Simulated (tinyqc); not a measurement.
From a target to a composition: quaternary alloy A(x)B(1-x)C(y)D(1-y) matched to a substrate.

Problem. Which matched composition has the given wavelength hc/gap by rule 1? The gap is monotonic for y between 0.03 and 0.99.

Q(x,y) = x y Q_AC + x (1 - y) Q_AD + (1 - x) y Q_BC + (1 - x)(1 - y) Q_BD for the lattice constant. Gap, rule 1: Q(x,y) - x (1 - x)[y C_ABC + (1 - y) C_ABD] - y (1 - y)[x C_ACD + (1 - x) C_BCD]. Rule 2 (mean of ternaries): {x (1 - x)[y T_ABC(x) + (1 - y) T_ABD(x)] + y (1 - y)[x T_ACD(y) + (1 - x) T_BCD(y)]}/{x (1 - x) + y (1 - y)}, T_ABC(x) = x E_AC + (1 - x) E_BC - C_ABC x (1 - x), T_ACD(y) = y E_AC + (1 - y) E_AD - C_ACD y (1 - y), and alike. Only the Gamma valley is followed.

Matching a(x,y) = a_s gives x = (a_s - y a_BC - (1 - y) a_BD)/(y (a_AC - a_BC) + (1 - y)(a_AD - a_BD)).
Constants: hc = 1239.841984 eV nm.

Inputs chosen for the exercise (AC, AD, BC, BD near GaAs, GaP, InAs and InP; substrate near InP; shifted at random, so the results belong to these values and not to a real crystal):
- a = (5.652, 5.448, 6.054, 5.864) angstrom (lattice constants of AC, AD, BC, BD)
- Eg = (1.541, 2.922, 0.421, 1.414) eV (gaps at Gamma of AC, AD, BC, BD)
- Cb = (0.455, 0.692, 0.164, 0.111) eV (bowing of ABC, ABD, ACD, BCD)
- a_s = 5.864 angstrom (substrate)

wavelength = 1091.166 nm

Find: gap; y; x.

Solution. Put x(y) into rule 1 and bisect on y; the gap is 1.3922 eV at y = 0.03 and 0.8414 eV at y = 0.99.

gap = 1.1363 eV
y = 0.420
x = 0.195

(tinyqc, `OMP_NUM_THREADS=1 python tinyqc.py 1080672 1080673 out.jsonl`, Intel(R) Xeon(R) Processor @ 2.30GHz, 1 thread, shared host, about 0.01 s.)
